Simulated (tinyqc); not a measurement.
Which single mass stands for the valley: donor in an ellipsoidal valley (Kohn-Luttinger variational method). Computed by tinyqc, a small Python program. Command: `OMP_NUM_THREADS=1 python tinyqc.py 3028911 3028912 out.jsonl kohnlutt walk`. One thread of a shared host (Intel(R) Xeon(R) Processor @ 2.30GHz), about 0.03 s of CPU time with the checks.

H = -(d^2/dx^2 + d^2/dy^2) - gamma d^2/dz^2 - 2/r in units built on m_t, with gamma = m_t/m_l and z along the valley axis. One valley; no valley-orbit or central-cell term.

Inputs (values chosen for the exercise, for a model semiconductor): transverse mass m_t = 0.131 m_0; longitudinal mass m_l = 0.373 m_0; dielectric constant eps = 17.1.

Constants: Ry = 13.605693123 eV; a_0 = 0.529177210903 angstrom.

Method:
- Ry* = Ry m_t/eps^2, a* = a_0 eps/m_t, gamma = m_t/m_l.
- Trial function exp(-sqrt((x^2 + y^2)/a^2 + z^2/b^2)) with beta = b/a < 1: E = t/a^2 - u/a, t = (2 + gamma/beta^2)/3, u = 2 arcsin(sqrt(1 - beta^2))/sqrt(1 - beta^2); the best a is 2 t/u and E(beta) = -u^2/(4 t).
- Golden-section search on beta from 0.05 to 0.999, 60 steps.
- Gaussian basis: g = P exp(-al (x^2 + y^2) - be z^2) with P = 1 (s-like), z (2p0) or x (2p+-); al = 0.004 x 2.6^k, k = 0..11, and be/al = 1, gamma^(-1/2) or 1/gamma (36 functions); 1/r = (2/sqrt(pi)) int exp(-t^2 r^2) dt by 48 Gauss-Legendre points after t = sqrt(al_i + al_j) tan(theta); overlap eigenvalues below 1e-10 are dropped.
- A hydrogenic level is Ry m/eps^2 for one mass m; errors are against the Gaussian basis.

gamma = 0.351206

1s binding energy, Gaussian basis = 8.35517 meV

1s binding energy, trial function = 8.35060 meV

1s binding energy:

| rule | mass (m_0) | binding (meV) | error (%) |
|---|---|---|---|
| transverse mass | 0.13100 | 6.095 | -27.05 |
| conductivity mass 3/(2/m_t + 1/m_l) | 0.16715 | 7.777 | -6.92 |
| density-of-states mass (m_t^2 m_l)^(1/3) | 0.18567 | 8.639 | 3.40 |
| longitudinal mass | 0.37300 | 17.356 | 107.72 |
| trial function with a and b | - | 8.351 | -0.05 |
| mass that fits 1s | 0.17957 | 8.355 | 0.00 |

What follows from these numbers?

The conductivity mass, which is what a spherical trial function (a = b) gives, falls short by 6.9 %, as a restricted variational bound must; the density-of-states mass is off by +3.4 %. The mass that fits lies between the two.

Extremes, crossings and ranges named in words are read from the listed rows.
